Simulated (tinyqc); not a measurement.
Inputs raised by 5 %, one at a time: X-ray photoelectron analysis of a thin oxide on a semiconductor: attenuation lengths, thickness, angle series and band offsets. Computed by tinyqc, a small Python program. Command: `OMP_NUM_THREADS=1 python tinyqc.py 3111603 3111604 out.jsonl xps sens`. One thread of a shared host (Intel(R) Xeon(R) Processor @ 2.30GHz), about 0.01 s of CPU time with the checks.

The same element is seen in the oxide and in the substrate, at nearly the same kinetic energy; films are flat and uniform, and the work function is ignored.

Inputs (values chosen for the exercise, modelled on SiO2 on silicon):
```
quantity,value,unit
photon energy,650,eV
binding energy of the core level,99.4,eV
oxide density,2.21,g/cm^3
oxide formula mass,60.08,g/mol
valence electrons per oxide formula,16,-
oxide gap,9,eV
substrate density,2.33,g/cm^3
substrate formula mass,28.09,g/mol
valence electrons per substrate formula,4,-
substrate gap,1.12,eV
oxide thickness d,2.2,nm
emission angle from the normal,45,degrees
attenuation length over inelastic mean free path,0.93,-
carbon overlayer,0.36,nm
counts in the two peaks together,20000,-
valence band offset used to make the data,4.51,eV
"core level less valence band top, substrate",98.87,eV
"core level less valence band top, thick oxide",98.51,eV
field in the oxide,1.2,MV/cm
```

Method:
- TPP-2M: lambda = E/(E_p^2 [b ln(c E) - C/E + D/E^2]) in angstrom, E_p = 28.8 sqrt(N_v rho/M), b = -0.10 + 0.944/sqrt(E_p^2 + E_g^2) + 0.069 rho^0.1, c = 0.191/sqrt(rho), U = N_v rho/M, C = 1.97 - 0.91 U, D = 53.4 - 20.8 U, with E = photon energy less binding energy in eV.
- Attenuation length L = factor x lambda.
- R_0 = (rho_o/M_o) L_o/((rho_s/M_s) L_s); peak ratio R = I_ox/I_sub = R_0 [exp(d/(L_o cos theta)) - 1]; hence d = L_o cos theta ln(1 + R/R_0). A carbon layer weakens both peaks alike, by exp(-d_C/(L_o cos theta)) if its L is taken equal to L_o. This R_0 leaves out intrinsic losses from the substrate peak, so calibrated values can be larger.
- With x = d/(L_o cos theta): d ln d/d ln R = (1 - exp(-x))/x = -d ln d/d ln R_0; counting error of R = 1/sqrt(N f (1 - f)), f the oxide share, which times the sensitivity gives that of d; an angle error adds tan(theta) d theta; d is proportional to L_o at fixed R_0. Assumed errors: 5 % in R_0, 1 degree, 5 % in L_o.
- Valence band offset = (E_core - E_v)(substrate) - (E_core - E_v)(oxide) + (core level separation at the interface, oxide less substrate). The separation is made here from the given offset; a uniform field F that raises the binding energy towards the surface shifts the oxide peak by e F <z>, <z> = d/(1 - exp(-x)) - d/x, x = d/(L_o cos theta), being the mean distance from the interface. Conduction band offset = oxide gap - substrate gap - valence band offset.

Runs:
```
input moved,from,to,ratio R,R_0,apparent valence band offset (eV),counting error of d (%)
base run,-,-,2.623,0.5662,4.678,0.7526
photon energy (eV),650,682.5,2.405,0.5655,4.677,0.7578
oxide gap (eV),9,9.45,2.564,0.5783,4.678,0.7587
oxide thickness d (nm),2.2,2.31,2.911,0.5662,4.688,0.7476
emission angle from the normal (degrees),45,47.25,2.862,0.5662,4.680,0.7483
attenuation length over inelastic mean free path,0.93,0.9765,2.371,0.5662,4.677,0.7591
field in the oxide (MV/cm),1.2,1.26,2.623,0.5662,4.687,0.7526
counts in the two peaks together,20000,21000,2.623,0.5662,4.678,0.7345
```

Exponents ln(y'/y) / ln(x'/x):
```
input,ratio R,R_0,apparent valence band offset,counting error of d
photon energy,-1.778,-0.026,-0.006,0.140
oxide gap,-0.470,0.432,-0.003,0.165
oxide thickness d,2.135,0.000,0.044,-0.137
emission angle from the normal,1.783,0.000,0.006,-0.117
attenuation length over inelastic mean free path,-2.070,0.000,-0.007,0.174
field in the oxide,0.000,0.000,0.037,0.000
counts in the two peaks together,0.000,0.000,0.000,-0.500
```

Among the inputs moved here: ratio R answers most in size to oxide thickness d (exponent +2.135), next to attenuation length over inelastic mean free path (-2.070); its exponent is below 0.0005 for field in the oxide, counts in the two peaks together. R_0 answers most in size to oxide gap (exponent +0.432), next to photon energy (-0.026); its exponent is below 0.0005 for oxide thickness d, emission angle from the normal, attenuation length over inelastic mean free path, field in the oxide, counts in the two peaks together. Apparent valence band offset answers most in size to oxide thickness d (exponent +0.044), next to field in the oxide (+0.037); its exponent is below 0.0005 for counts in the two peaks together. Counting error of d answers most in size to counts in the two peaks together (exponent -0.500), next to attenuation length over inelastic mean free path (+0.174); its exponent is below 0.0005 for field in the oxide. Its exponent -0.500 in counts in the two peaks together: counting statistics.

Extremes, crossings and ranges named in words are read from the listed rows.
